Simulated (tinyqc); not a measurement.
Inside a calculation: Wannier-Stark ladder of a miniband. Values are carried at full precision from step to step, so a last printed digit may differ when a step is redone from the rounded ones.

One state in each well j = -(Nw - 1)/2 ... (Nw - 1)/2: H_jj = j e F d, H_(j,j+1) = -W/4; 1 kV/cm = 0.01 meV/angstrom. In an infinite chain the levels are j e F d and the state of well 0 has amplitude J_j(x) in size on well j, x = W/(2 e F d).

Constants: hbar = 6.58211957e-16 eV s.

Parameters, chosen for this exercise (near those of an InGaAs/InAlAs superlattice; not measured data): W = 19 meV (miniband width); d = 118 angstrom (period); F = 7.6 kV/cm (field); Nw = 11 (wells).

## Scales

Give e F d, x, the Bloch frequency e F d/(2 pi hbar) and period, and the swing W/(e F) of a wave packet.

e F d = 8.968 meV
x = 1.0593
frequency = 2.168 THz
period = 0.461 ps
swing = 250 angstrom

## The matrix

Fill it in.

H (meV), rows -5, -4, -3, -2, -1, 0, 1, 2, 3, 4, 5 and columns alike:
```
[[-44.840, -4.750, 0, 0, 0, 0, 0, 0, 0, 0, 0],
 [-4.750, -35.872, -4.750, 0, 0, 0, 0, 0, 0, 0, 0],
 [0, -4.750, -26.904, -4.750, 0, 0, 0, 0, 0, 0, 0],
 [0, 0, -4.750, -17.936, -4.750, 0, 0, 0, 0, 0, 0],
 [0, 0, 0, -4.750, -8.968, -4.750, 0, 0, 0, 0, 0],
 [0, 0, 0, 0, -4.750, 0, -4.750, 0, 0, 0, 0],
 [0, 0, 0, 0, 0, -4.750, 8.968, -4.750, 0, 0, 0],
 [0, 0, 0, 0, 0, 0, -4.750, 17.936, -4.750, 0, 0],
 [0, 0, 0, 0, 0, 0, 0, -4.750, 26.904, -4.750, 0],
 [0, 0, 0, 0, 0, 0, 0, 0, -4.750, 35.872, -4.750],
 [0, 0, 0, 0, 0, 0, 0, 0, 0, -4.750, 44.840]]
```

## Levels and the middle state

Diagonalise; give the levels, their spacings and the weights of the middle level on the wells.

levels (meV): [-47.085, -36.129, -26.917, -17.936, -8.968, 0.000, 8.968, 17.936, 26.917, 36.129, 47.085]

spacings (meV): [10.956, 9.212, 8.981, 8.968, 8.968, 8.968, 8.968, 8.981, 9.212, 10.956]

weights: [0.0000, 0.0000, 0.0005, 0.0163, 0.2105, 0.5454, 0.2105, 0.0163, 0.0005, 0.0000, 0.0000]

The spacing in the middle is 1.0000 e F d and at the ends 1.222 e F d; states that reach the ends of the stack are pushed apart.

## Bessel amplitudes

With x = W/(2 e F d): J_j(x)^2 for j = 0 to 5, their running sum over -j ... j, and the spread sqrt(sum j^2 J_j^2) = x/sqrt2. For a hole fixed in well 0 the J_j^2 are the strengths of the optical lines at j e F d.

Weights:
```
j   J_j^2     sum
0  0.5454  0.5454
1  0.2105  0.9663
2  0.0163  0.9989
3  0.0005  1.0000
4  0.0000  1.0000
5  0.0000  1.0000
```

spread = 0.749 periods

The strongest line is j = 0.

## Checks

- Weight on well 1 of the middle state of 61 wells against J_1(x)^2: both 0.2105.

(tinyqc, `OMP_NUM_THREADS=1 python tinyqc.py 1250070 1250071 out.jsonl`, Intel(R) Xeon(R) Processor @ 2.30GHz, 1 thread, shared host, about 0.01 s.)
